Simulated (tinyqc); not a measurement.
Comparisons within one model: electrons shared among three sets of ellipsoidal valleys. A value that a table varies takes the place of the one given here.

F_j(eta) = (1/Gamma(j + 1)) integral_0^infinity x^j dx/(1 + exp(x - eta)), which tends to exp(eta) for eta << 0.

Sets Gamma, L, X: N_i = M_i times N = 2 (m kB T/(4 pi c))^(3/2) with c = hbar^2/2m0, in 1/angstrom^3; times 1e24 for 1/cm^3, m = (ml mt^2)^(1/3); n = sum_i N_i F_1/2((EF - dE_i)/kT), energies from the edge of the first set; mu_drift = sum of share times mobility.

Constants: hbar^2/2m0 = 3.80998211 eV angstrom^2; kB = 8.617333262e-05 eV/K.

Values chosen for the exercise (masses and offsets near those of GaSb; mobilities are free inputs, held fixed; not measured data):
- dE = (0, 0.082, 0.318) eV (edges of Gamma, L, X above the first)
- M = (1, 4, 3) (valleys in each set)
- ml = (0.039, 1.302, 1.517) m0 (longitudinal masses of Gamma, L, X)
- mt = (0.039, 0.103, 0.2168) m0 (transverse masses)
- mu = (6900, 740, 330) cm^2/(V s) (mobility of each set)
- n = 6.4e+17 1/cm^3 (total electron density)
- T = 200 K

## Transfer between valleys with temperature

Offsets, masses and mobilities are held fixed; n is fixed too, so the high values of T stand for hot electrons, not for the lattice.

Populations:

| T (K) | EF (eV) | share Gamma | share L | share X | mu_drift |
|---|---|---|---|---|---|
| 77 | 0.0627 | 0.8709 | 0.1291 | 0.0000 | 6105 |
| 150 | 0.0462 | 0.5994 | 0.4006 | 0.0000 | 4432 |
| 300 | 0.0002 | 0.2325 | 0.7674 | 0.0001 | 2172 |
| 450 | -0.0590 | 0.1127 | 0.8838 | 0.0035 | 1433 |
| 600 | -0.1269 | 0.0713 | 0.9124 | 0.0163 | 1173 |
| 900 | -0.2809 | 0.0415 | 0.8862 | 0.0722 | 966 |
| 1200 | -0.4539 | 0.0298 | 0.8262 | 0.1439 | 865 |
| 2000 | -0.9758 | 0.0181 | 0.6850 | 0.2970 | 729 |

The share of Gamma goes from 0.871 to 0.018 and the mean mobility from 6105 to 729 cm^2/(V s). Gamma and L hold equal numbers between T = 150 and 300 K. The share of X is at most 0.3.

## Transfer between valleys with doping

Parabolic valleys; band tails and gap narrowing are left out.

Populations:

| n (1/cm^3) | EF (eV) | share Gamma | share L | share X | mu_drift |
|---|---|---|---|---|---|
| 1.0e+16 | -0.0476 | 0.6513 | 0.3487 | 0.0000 | 4752 |
| 1.0e+17 | -0.0059 | 0.6095 | 0.3905 | 0.0000 | 4495 |
| 1.0e+18 | 0.0425 | 0.3734 | 0.6266 | 0.0000 | 3040 |
| 3.0e+18 | 0.0668 | 0.2191 | 0.7809 | 0.0000 | 2089 |
| 1.0e+19 | 0.0960 | 0.1083 | 0.8917 | 0.0000 | 1407 |
| 3.0e+19 | 0.1329 | 0.0577 | 0.9423 | 0.0000 | 1095 |
| 1.0e+20 | 0.2070 | 0.0332 | 0.9666 | 0.0002 | 945 |

The share of Gamma goes from 0.651 to 0.033 and the mean mobility from 4752 to 945 cm^2/(V s). Gamma and L hold equal numbers between n = 1e+17 and 1e+18 1/cm^3. Where EF lies more than about 0.2 eV up a light valley, its parabolic form fails. The share of X is at most 0.00017.

## Moving the second set by strain or alloying

The second entry of dE is replaced by the values listed; a negative value puts that set lowest.

Populations:

| offset (eV) | EF (eV) | share Gamma | share L | share X | mu_drift |
|---|---|---|---|---|---|
| -0.100 | -0.1391 | 0.0001 | 0.9999 | 0.0000 | 740 |
| -0.050 | -0.0892 | 0.0009 | 0.9991 | 0.0000 | 746 |
| 0.000 | -0.0394 | 0.0161 | 0.9839 | 0.0000 | 839 |
| 0.025 | -0.0152 | 0.0598 | 0.9402 | 0.0000 | 1108 |
| 0.050 | 0.0074 | 0.1748 | 0.8252 | 0.0000 | 1817 |
| 0.100 | 0.0442 | 0.6111 | 0.3889 | 0.0000 | 4504 |
| 0.150 | 0.0624 | 0.9379 | 0.0621 | 0.0000 | 6517 |
| 0.200 | 0.0653 | 0.9959 | 0.0041 | 0.0000 | 6875 |
| 0.300 | 0.0655 | 1.0000 | 0.0000 | 0.0000 | 6900 |

The share of Gamma goes from 0.000 to 1.000 and the mean mobility from 740 to 6900 cm^2/(V s). Gamma and L hold equal numbers between offset = 0.05 and 0.1 eV. The share of X is at most 7.4e-06. With Boltzmann statistics the first two sets are equal at kT ln(N_2/N_1) = 0.0709 eV.

## What moves the populations

All else solved anew. Each row changes one parameter from the base and keeps the others.

Results:

| case | EF (eV) | share Gamma | share L | share X | mu_drift (cm^2/(V s)) |
|---|---|---|---|---|---|
| base | 0.0326 | 0.4390 | 0.5610 | 0.0000 | 3444 |
| T = 250 K | 0.0173 | 0.3171 | 0.6829 | 0.0000 | 2693 |
| n = 1.92e+18 1/cm^3 | 0.0569 | 0.2774 | 0.7226 | 0.0000 | 2449 |
| dE = (0, 0.0656, 0.318) eV | 0.0204 | 0.2909 | 0.7091 | 0.0000 | 2532 |
| mt = (0.039, 0.1236, 0.2168) m0 | 0.0304 | 0.4087 | 0.5913 | 0.0000 | 3258 |
| ml = (0.039, 1.5624, 1.517) m0 | 0.0315 | 0.4238 | 0.5762 | 0.0000 | 3351 |
| mu = (8280, 740, 330) cm^2/(V s) | 0.0326 | 0.4390 | 0.5610 | 0.0000 | 4050 |

The largest shifts from the base row, up to three for each result and ties (the steps differ in size, so this ranks the rows, not the parameters). EF (eV): n +0.0243, T -0.0154, dE -0.0123; unchanged at the printed digits by mu. share Gamma: n -0.1615, dE -0.1481, T -0.1218; unchanged at the printed digits by mu. share L: n +0.1615, dE +0.1481, T +0.1218; unchanged at the printed digits by mu. share X: unchanged at the printed digits by T, n, dE, mt, ml and mu. mu_drift (cm^2/(V s)): n -995, dE -912, T -751.

Run: tinyqc, `OMP_NUM_THREADS=1 python tinyqc.py 1682270 1682271 out.jsonl`; Intel(R) Xeon(R) Processor @ 2.30GHz, one thread, shared host; about 0.01 s of CPU time with all checks.
